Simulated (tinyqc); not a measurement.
Inside a calculation. Model: p-type polysilicon, carrier trapping at grain boundaries.

Numbers from tinyqc (`OMP_NUM_THREADS=1 python tinyqc.py 2830297 2830298 out.jsonl`; about 0.01 s on one thread of a shared Intel Xeon 2.30GHz). Printed values are rounded.

One-dimensional grains of size Lg, uniform ionised doping N, monovalent traps Qt at each boundary at a depth Et below (for electrons) or above (for holes) the band edge there, abrupt depletion of width W on each side of a boundary, Boltzmann statistics. xi is the distance from the band edge at the grain centre to the Fermi level. Trapped charge Qt/(1 + exp((xi + VB - Et)/Vt)) = 2 N W, barrier VB = q N W^2/(2 eps0 eps_r).

Inputs (values chosen for the exercise); values of the order met in polycrystalline silicon: temperature T = 300 K; relative permittivity eps_r = 11.7; valence-band density of states at T NB = 2.65e19 cm^-3; grain size Lg = 33 nm; trap density of a grain boundary Qt = 8e11 cm^-2; depth of the trap level from the majority band edge at the boundary Et = 0.33 eV; mass for thermionic emission ms = 0.43 m0; correction factor of the emission rate fe = 0.25; doping N = 2.1e17 cm^-3.

Constants: q = 1.602176634e-19 C, kB = 1.380649e-23 J/K, m0 = 9.1093837015e-31 kg, Vt = kB T/q, eps0 = 8.8541878128e-14 F/cm where lengths are in cm. Results are converted to the units shown.

## Depletion width, Fermi level and barrier

If the trap equation with xi = Vt ln(NB/N) has a root W < Lg/2, the grain is partly depleted; otherwise W = Lg/2 and the trap equation gives xi = Et - VB + Vt ln(Qt/(N Lg) - 1). N* = Qt/Lg.

N* = 2.424242e17 cm^-3
W = 16.5 nm
xi = 0.2374920 V
VB = 0.04421127 V
share of traps filled = 0.8662500

N is 0.866 N*, and the grain is fully depleted; VB = 1.71 Vt.

## Resistivity and effective mobility

n0 = NB exp(-xi/Vt); mean density n0 (1 - 2 W/Lg) by charge balance in a partly depleted grain, and n0 (sqrt(pi)/2) erf(u)/u with u = sqrt(VB/Vt) in a fully depleted one; v = sqrt(kB T/(2 pi ms m0)); barrier resistivity Vt exp(VB/Vt)/(q fe n0 v Lg); grain resistivity (1 - 2 W/Lg)/(q n0 mug); effective mobility 1/(q mean density total resistivity).

n0 = 2.713663e15 cm^-3
mean density = 1.720571e15 cm^-3
v = 4.102358e6 cm/s
barrier resistivity = 97.15315 ohm cm
grain resistivity = 0.000000 ohm cm
resistivity = 97.15315 ohm cm
effective mobility = 37.33877 cm^2/(V s)

The resistivity is 134 times that of a single crystal with the same N and mobility mug, and the mean density is 0.819 % of N.
